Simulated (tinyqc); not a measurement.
Square on-chip spiral inductor, lumped pi model: two steps of the calculation.

Outer diameter do = di + 2 n wd + 2 (n - 1) sp, mean da = (do + di)/2, fill p = (do - di)/(do + di), length l = 4 n da. L = 2.34 mu0 n^2 da/(1 + 2.75 p), mu0 = 4 pi 1e-7 H/m. Rs = rho l/(wd delta (1 - exp(-th/delta))), delta = sqrt(rho/(pi f mu0)). Cs = n wd^2 eps0 eo/hu across the coil. At each end Cox = l wd eps0 eo/(2 ho) leads to the substrate branch Rsi = 2 rs he/(l wd) in parallel with Csi = l wd eps0 11.7/(2 he). With one end grounded Y = 1/(Rs + i w L) + i w Cs + 1/[1/(i w Cox) + 1/(1/Rsi + i w Csi)], w = 2 pi f; Q = -Im Y/Re Y. Eddy currents in neighbouring turns and in the substrate are left out.

Values chosen for this exercise; values of the order met in silicon radio-frequency processes: number of turns n = 4.5; line width wd = 8 um; space between turns sp = 1.5 um; inner diameter di = 40 um; metal thickness th = 2 um; metal resistivity rho = 2.2 uohm cm; oxide below the coil ho = 4.8 um; oxide between coil and underpass hu = 0.9 um; relative permittivity of the oxide eo = 4.1; substrate resistivity rs = 100 ohm cm; effective spreading depth in the substrate he = 80 um; frequency f = 11 GHz.

Constants: eps0 = 8.8541878128e-12 F/m. Results are converted to the units shown.

Question 1. Geometry and model elements. do, l, L, delta, Rs, Cs, Cox, Rsi and Csi as defined.

Give: do; l; L; delta; Rs; Cs; Cox; Rsi; Csi.

Answer 1.

do = 122.50 um
l = 1462.5 um
L = 2.0191 nH
delta = 0.71176 um
Rs = 6.0126 ohm
Cs = 11.617 fF
Cox = 44.243 fF
Rsi = 13675 ohm
Csi = 7.5753 fF

Question 2. Admittance, quality factor and apparent inductance. Series branch 1/(Rs + i w L), substrate branch, total Y, Q = -Im Y/Re Y, apparent inductance Im(1/Y)/w, metal-only value w L/Rs, share of the loss in the substrate Re(substrate branch)/Re Y.

L = 2.0191074 nH
Rs = 6.0126008 ohm
Cs = 11.616694 fF
Cox = 44.243270 fF
Rsi = 13675.214 ohm
Csi = 7.5753111 fF

Find: series branch; substrate branch; Y; Q; apparent inductance; w L/Rs; share of the loss in the substrate.

Answer 2.

series branch = 0.308-7.153i mS
substrate branch = 0.0533+0.4481i mS
Y = 0.361-5.902i mS
Q = 16.33
apparent inductance = 2.442 nH
w L/Rs = 23.21
share of the loss in the substrate = 14.74 %

Q is 70.3 % of the metal-only value.

Program tinyqc, `OMP_NUM_THREADS=1 python tinyqc.py 2302109 2302110 out.jsonl`; Intel Xeon 2.30GHz, shared host, one thread, about 0.01 s.
